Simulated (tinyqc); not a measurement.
Two-step dopant diffusion (predeposition and drive-in) with a constant diffusivity: one step, computed by the program tinyqc. Command: `OMP_NUM_THREADS=1 python tinyqc.py 3005844 3005845 out.jsonl dopdiff walk`. One thread of a shared host (Intel(R) Xeon(R) Processor @ 2.30GHz), about 0.04 s of CPU time with the checks.

Fick diffusion into a half space x > 0 whose background doping C_B is of the opposite type, so that a junction lies where C = C_B.

Problem. Diffusivities. D = D0 exp(-E/(k_B T)). Temperatures in kelvin are T(C) + 273.15. Times in seconds are 60 times the minutes.

Inputs (values chosen for the exercise, modelled on phosphorus in silicon):

| quantity | value | unit |
|---|---|---|
| prefactor D0 | 3.77 | cm^2/s |
| activation energy E | 3.72 | eV |
| predeposition temperature T1 | 1025 | C |
| predeposition time t1 | 60 | min |
| drive-in temperature T2 | 1175 | C |

Constants: k_B = 8.617333262e-05 eV/K.

Give: D1; D2; product D1 t1.

Solution.

D1 = 1.362e-14 cm^2/s

D2 = 4.268e-13 cm^2/s

product D1 t1 = 4.904e-11 cm^2
